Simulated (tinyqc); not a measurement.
Electron continuity equation in a given potential, Scharfetter-Gummel discretisation: two steps of the calculation.

Steady state in one dimension: J = q mu n E + q D dn/dx with E = -dpsi/dx and D = mu Vt, dJ/dx = q (n/tau - G), fixed densities nL and nR at the ends. The potential is given, psi = U (x/L)^2, and is not changed by the electrons.

Values chosen for this exercise; mobility that of a made-up semiconductor:

| symbol | value | unit | meaning |
|---|---|---|---|
| T | 300 | K | temperature |
| mu | 1390 | cm^2/(V s) | electron mobility |
| L | 2.6 | um | length of the region |
| nL | 1.7e13 | cm^-3 | density at x = 0 |
| nR | 4.6e12 | cm^-3 | density at x = L |
| tau | 3.2e-10 | s | lifetime |
| G | 0 | cm^-3 s^-1 | uniform generation rate |

Constants: q = 1.602176634e-19 C, kB = 1.380649e-23 J/K, Vt = kB T/q. Results are converted to the units shown.

Problem 1. Tridiagonal system for the inner nodes. Row i (1 to 10): B(-d_(i-1)) n_(i-1) + b_i n_i + B(d_i) n_(i+1) = f_i with b_i = -B(-d_i) - B(d_(i-1)) - h^2/(D tau) and f_i = -G h^2/D; the known end values are moved to the right: f_1 loses B(-d_0) nL and f_10 loses B(d_10) nR. h = L/11, D = mu Vt.

| interval | B(d_i) | B(-d_i) |
|---|---|---|
| 0 | 0.92827419 | 1.0753287 |
| 1 | 0.79558465 | 1.2367482 |
| 2 | 0.67701510 | 1.4122876 |
| 3 | 0.57209031 | 1.6014718 |
| 4 | 0.48013256 | 1.8036231 |
| 5 | 0.40029932 | 2.0178988 |
| 6 | 0.33162691 | 2.2433354 |
| 7 | 0.27307598 | 2.4788935 |
| 8 | 0.22357505 | 2.7235015 |
| 9 | 0.18205916 | 2.9760947 |
| 10 | 0.14750166 | 3.2356462 |

Find: diagonal b; right side f.

Solution 1.

| node | diagonal b | right side f (cm^-3) |
|---|---|---|
| 1 | -2.2136 | -1.8281e13 |
| 2 | -2.2565 | 0 |
| 3 | -2.3271 | 0 |
| 4 | -2.4243 | 0 |
| 5 | -2.5466 | 0 |
| 6 | -2.6922 | 0 |
| 7 | -2.8591 | 0 |
| 8 | -3.0452 | 0 |
| 9 | -3.2483 | 0 |
| 10 | -3.4663 | -6.7851e11 |

Problem 2. Densities and current. B(d_i) and B(-d_i) are the Bernoulli factors of the potential steps, b and f the diagonal and right side. Solve B(-d_(i-1)) n_(i-1) + b_i n_i + B(d_i) n_(i+1) = f_i (end values already in f), then J_i = (q D/h) [n_(i+1) B(d_i) - n_i B(-d_i)], h = L/11, D = mu Vt.

| interval | B(d_i) | B(-d_i) |
|---|---|---|
| 0 | 0.92827419 | 1.0753287 |
| 1 | 0.79558465 | 1.2367482 |
| 2 | 0.67701510 | 1.4122876 |
| 3 | 0.57209031 | 1.6014718 |
| 4 | 0.48013256 | 1.8036231 |
| 5 | 0.40029932 | 2.0178988 |
| 6 | 0.33162691 | 2.2433354 |
| 7 | 0.27307598 | 2.4788935 |
| 8 | 0.22357505 | 2.7235015 |
| 9 | 0.18205916 | 2.9760947 |
| 10 | 0.14750166 | 3.2356462 |

| node | diagonal b | right side f (cm^-3) |
|---|---|---|
| 1 | -2.2136074 | -1.8280588e13 |
| 2 | -2.2564573 | 0 |
| 3 | -2.3270719 | 0 |
| 4 | -2.4242984 | 0 |
| 5 | -2.5466164 | 0 |
| 6 | -2.6922197 | 0 |
| 7 | -2.8591054 | 0 |
| 8 | -3.0451625 | 0 |
| 9 | -3.2482547 | 0 |
| 10 | -3.4662903 | -6.7850764e11 |

Find: n; J.

Solution 2.

| node | n (cm^-3) |
|---|---|
| 0 | 1.700e13 |
| 1 | 1.108e13 |
| 2 | 7.842e12 |
| 3 | 5.903e12 |
| 4 | 4.650e12 |
| 5 | 3.793e12 |
| 6 | 3.178e12 |
| 7 | 2.720e12 |
| 8 | 2.368e12 |
| 9 | 2.097e12 |
| 10 | 1.997e12 |
| 11 | 4.600e12 |

| interval | J (A/cm^2) |
|---|---|
| 0 | -1.948 |
| 1 | -1.817 |
| 2 | -1.724 |
| 3 | -1.654 |
| 4 | -1.599 |
| 5 | -1.555 |
| 6 | -1.517 |
| 7 | -1.485 |
| 8 | -1.457 |
| 9 | -1.432 |
| 10 | -1.408 |

Numbers from tinyqc (`OMP_NUM_THREADS=1 python tinyqc.py 2220057 2220058 out.jsonl`; about 0.01 s on one thread of a shared Intel Xeon 2.30GHz).
